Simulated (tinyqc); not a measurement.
From results back to parameters: Slater-Koster d bands of an fcc metal. Three cases, with inputs chosen for the exercise.

Problem. In an fcc d band with nearest neighbours E(t2g, Gamma) = 3 dds + 4 ddp + 5 ddd, E(eg, Gamma) = 1.5 dds + 6 ddp + 4.5 ddd, and at X = (1,0,0) the yz state has 3 dds - 4 ddp - 3 ddd. The three levels come from hidden integrals.

Case 1.

levels (eV): t2g Gamma -0.6010, eg Gamma 0.2355, yz at X -1.4650

Case 2.

levels (eV): t2g Gamma -1.8260, eg Gamma 1.0230, yz at X -5.0820

Case 3.

levels (eV): t2g Gamma -0.7510, eg Gamma 0.3765, yz at X -2.1590

Find: dds, ddp, ddd.

Solution. Three linear equations: the first less the third is 8 (ddp + ddd); twice the second less the first is 8 ddp + 4 ddd; their difference gives ddd.

Case 1.

dds, ddp, ddd (eV): -0.327  0.160  -0.052

Case 2.

dds, ddp, ddd (eV): -1.100  0.561  -0.154

Case 3.

dds, ddp, ddd (eV): -0.477  0.200  -0.024

Computed by tinyqc, one run a case: `OMP_NUM_THREADS=1 python tinyqc.py N N+1 out.jsonl` with N = 1450827, 1450945, 1450958; one thread of a shared Intel(R) Xeon(R) Processor @ 2.30GHz, about 0.06 s a run at most.
